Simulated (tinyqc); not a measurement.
Uniformly doped HEMT, charge control: two steps of the calculation.

A two-dimensional electron gas of density ns under a barrier. EF and the subbands are counted from the conduction-band edge of the channel at the interface. Two subbands of a triangular well with an infinite wall, parabolic band, no carriers in the barrier.

Values chosen for this exercise; material values close to those of InAlAs on In0.53Ga0.47As:
```
symbol   value   unit                                         meaning
T          400      K                                     temperature
d           43     nm          barrier thickness from gate to channel
ds         3.8     nm              undoped spacer next to the channel
me      0.0401     m0                    electron mass in the channel
ec        13.5                   relative permittivity of the channel
ebr       12.7                   relative permittivity of the barrier
phiB     0.674     eV                      barrier height of the gate
dEc      0.512     eV                          conduction-band offset
ND      1.3e18  cm^-3                 donor density of the doped part
eta       0.75         share of ns that counts in the confining field
Nb           0  cm^-2                  depletion charge of the buffer
Vg        0.14      V                                    gate voltage
```

Constants: q = 1.602176634e-19 C, kB = 1.380649e-23 J/K, hbar = 1.054571817e-34 J s, m0 = 9.1093837015e-31 kg, Vt = kB T/q, eps0 = 8.8541878128e-14 F/cm where lengths are in cm, hbar^2/(2 m0) = 0.0380998212 eV nm^2. Results are converted to the units shown.

Task 1. New ns. F = q (eta ns + Nb)/(eps0 ec) in eV/nm; E_k = a_k (C F^2/me)^(1/3), a_0 = 2.338107, a_1 = 4.087949, C = hbar^2/(2 m0); D = me m0 q/(pi hbar^2); ns = D Vt [ln(1 + exp((EF - E_0)/Vt)) + ln(1 + exp((EF - E_1)/Vt))], which gives EF = E_0 + Vt ln{2 s/[(1 + u) + sqrt((1 + u)^2 + 4 u s)]} with s = exp(ns/(D Vt)) - 1, u = exp((E_0 - E_1)/Vt). Substitution: ns(new) = eps0 eb (Vg - Voff - EF)/(q d) - Nb.

ns after iteration 1 = 1.9576737e12 cm^-2
eb = 12.7
Voff = -1.2611263 V

Wanted: E_0; E_1; EF; ns after iteration 2.

Result 1.

E_0 = 0.1675 eV
E_1 = 0.2929 eV
EF = 0.2688 eV
ns after iteration 2 = 1.848e12 cm^-2

Task 2. Fermi level, second subband and capacitance. Fully depleted barrier with eb = ebr: Vp = q ND (d - ds)^2/(2 eps0 eb); donors per area ND (d - ds); Voff = phiB - dEc - Vp.

Gate capacitance C = q dns/dVg = eps0 eb/(d + dd), dd = (eps0 eb/q) dEF/dns. dEF/dns by central differences over +/- 0.01 % of ns.

converged ns = 1.8656061e12 cm^-2

Find: EF; share of the second subband; dd; C.

Result 2.

EF = 0.25813 eV
share of the second subband = 12.058 %
dd = 8.1605 nm
C = 0.21979 uF/cm^2

The rise of EF with ns acts as 8.16 nm of extra barrier, 19.0 % of d. EF is 0.50 of the band offset dEc.

Program tinyqc, `OMP_NUM_THREADS=1 python tinyqc.py 2180056 2180057 out.jsonl`; Intel Xeon 2.30GHz, shared host, one thread, about 0.01 s.
